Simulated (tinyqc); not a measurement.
# Length offset and series resistance from crossing lines

Problem. R_total = Rs + k (L - dL)/Vo with constant Rs, dL and k. Find k, dL and Rs.

R_total at (L, Vo) = (50, 0.31), (100, 0.31), (50, 0.75) and (100, 0.75), L in nm and Vo in V (ohm um): 315.09677  540.90323  200.64000  293.97333

Solution. At each overdrive R is a straight line in L with slope k/Vo; the two lines cross at L = dL, R = Rs.

k = 1.400 ohm um V/nm
dL = 6.800 nm
Rs = 120.0 ohm um

tinyqc, about 0.03 s, one thread, Intel Xeon 2.30GHz (shared host): `OMP_NUM_THREADS=1 python tinyqc.py 2282084 2282085 out.jsonl`
